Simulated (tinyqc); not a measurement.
Worked calculation: Pariser-Parr-Pople SCF with singles CI, for the molecule O=Cc1ccc2c(c1)C=C2 (SMILES; centres numbered as the heavy atoms are written). One step of it, computed by the program tinyqc.

Problem. PPP integrals. Mataga-Nishimoto: gamma = 14.399645/(R + a), a = 2 x 14.399645/(gamma_rr + gamma_ss); H_rr = -W_r - sum_(s != r) z_s gamma_rs; H_rs = beta for bonds.

Centres (angstrom, eV; a flat drawing with bonds scaled to 1.40 angstrom):
```
centre,x,y,core charge z,W,gamma_rr
1O,3.583000,-0.173000,1,17.700000,15.200000
2C,2.520000,0.739000,1,11.160000,11.130000
3C,1.200000,0.274000,1,11.160000,11.130000
4C,0.942000,-1.102000,1,11.160000,11.130000
5C,-0.379000,-1.567000,1,11.160000,11.130000
6C,-1.442000,-0.656000,1,11.160000,11.130000
7C,-1.184000,0.720000,1,11.160000,11.130000
8C,0.137000,1.185000,1,11.160000,11.130000
9C,-2.560000,0.978000,1,11.160000,11.130000
10C,-2.818000,-0.398000,1,11.160000,11.130000
```

Resonance integrals (eV):
```
i,j,beta
1,2,-2.510000
2,3,-2.390000
3,4,-2.390000
4,5,-2.390000
5,6,-2.390000
6,7,-2.390000
7,8,-2.390000
7,9,-2.390000
9,10,-2.390000
8,3,-2.390000
10,6,-2.390000
```

Give: repulsion gamma_rs; core matrix H.

Solution.

repulsion gamma_rs (eV), lower triangle:
```
,1O,2C,3C,4C,5C,6C,7C,8C,9C,10C
1O,15.2000
2C,5.7728,11.1300
3C,4.0927,5.3465,11.1300
4C,3.6985,3.8724,5.3456,11.1300
5C,2.7201,2.8810,3.8717,5.3446,11.1300
6C,2.3445,2.6209,3.5167,3.8718,5.3456,11.1300
7C,2.4227,2.8812,3.8718,3.5175,3.8726,5.3456,11.1300
8C,3.0014,3.8728,5.3456,3.8726,3.5175,3.8717,5.3446,11.1300
9C,1.9608,2.2572,2.8129,2.6830,3.0997,4.3987,5.3456,3.6011,11.1300
10C,1.9203,2.1328,2.6827,2.8129,3.6013,5.3456,4.3987,3.0993,5.3456,11.1300
```

core matrix H (eV), lower triangle:
```
,1O,2C,3C,4C,5C,6C,7C,8C,9C,10C
1O,-45.6337
2C,-2.5100,-42.7977
3C,0.0000,-2.3900,-48.0463
4C,0.0000,0.0000,-2.3900,-46.1790
5C,0.0000,0.0000,0.0000,-2.3900,-45.4143
6C,0.0000,0.0000,0.0000,0.0000,-2.3900,-47.8210
7C,0.0000,0.0000,0.0000,0.0000,0.0000,-2.3900,-48.1603
8C,0.0000,0.0000,-2.3900,0.0000,0.0000,0.0000,-2.3900,-46.6867
9C,0.0000,0.0000,0.0000,0.0000,0.0000,0.0000,-2.3900,0.0000,-42.6646
10C,0.0000,0.0000,0.0000,0.0000,0.0000,-2.3900,0.0000,0.0000,-2.3900,-42.4992
```
